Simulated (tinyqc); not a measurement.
# Narrowing from the saturation current

Question. A uniform n-type emitter has J0 = (q p0 D/L)(s + tanh(W/L))/(1 + s tanh(W/L)), D = mup Vt, s = S L/D, and p0 = (ni^2/N) exp(dE_app/kB T), where dE_app = dEg + kB T ln[(N/Nc) exp(-eta)]. Find p0, dE_app and dEg.

Inputs (values chosen for the exercise); band and dielectric values close to those of silicon:
- T = 300 K (temperature)
- Nc = 2.77e19 cm^-3 (conduction-band density of states at 300 K)
- N = 5e19 cm^-3 (ionised donor density)
- mup = 250 cm^2/(V s) (minority-hole mobility)
- W = 210 nm (emitter width)
- S = 1200 cm/s (recombination velocity at the contact)

Constants: q = 1.602176634e-19 C, kB = 1.380649e-23 J/K, Vt = kB T/q. Results are converted to the units shown.

J0 = 66.411860 fA/cm^2
L = 912.85431 nm
ni = 8.7682569e9 cm^-3
converged eta = 1.2134727

Answer. J0 gives p0, its ratio to ni^2/N gives dE_app, and the degeneracy term is taken off.

p0 = 24.2 cm^-3
dE_app = 71.2 meV
dEg = 87.3 meV

Computed by the program tinyqc: `OMP_NUM_THREADS=1 python tinyqc.py 2330083 2330084 out.jsonl`, one thread of a shared Intel Xeon 2.30GHz, about 0.01 s for the whole run.
